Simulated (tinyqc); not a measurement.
Worked calculation: sp3 tight binding, zinc-blende lattice. One step of it, computed by the program tinyqc.

Task: Levels at L. Diagonalise the Hermitian matrix.

H(k) at L (eV):
```
                      a s                 a px                 a py                 a pz
a s            -15.660000             0.000000             0.000000             0.000000
a px             0.000000            -6.690000             0.000000             0.000000
a py             0.000000             0.000000            -6.690000             0.000000
a pz             0.000000             0.000000             0.000000            -6.690000
c s   -5.290119-5.290119i   4.014160+4.014160i   4.014160+4.014160i   4.014160+4.014160i
c px  -4.014160-4.014160i   2.040475+2.040475i  -5.101186-5.101186i  -5.101186-5.101186i
c py  -4.014160-4.014160i  -5.101186-5.101186i   2.040475+2.040475i  -5.101186-5.101186i
c pz  -4.014160-4.014160i  -5.101186-5.101186i  -5.101186-5.101186i   2.040475+2.040475i

                      c s                 c px                 c py                 c pz
a s   -5.290119+5.290119i  -4.014160+4.014160i  -4.014160+4.014160i  -4.014160+4.014160i
a px   4.014160-4.014160i   2.040475-2.040475i  -5.101186+5.101186i  -5.101186+5.101186i
a py   4.014160-4.014160i  -5.101186+5.101186i   2.040475-2.040475i  -5.101186+5.101186i
a pz   4.014160-4.014160i  -5.101186+5.101186i  -5.101186+5.101186i   2.040475-2.040475i
c s            -13.480000             0.000000             0.000000             0.000000
c px             0.000000            -5.550000             0.000000             0.000000
c py             0.000000             0.000000            -5.550000             0.000000
c pz             0.000000             0.000000             0.000000            -5.550000
```

Give: eigenvalues.

Result:

eigenvalues (eV): -25.330  -23.470  -16.236  -16.236  -1.172  3.996  3.996  8.592
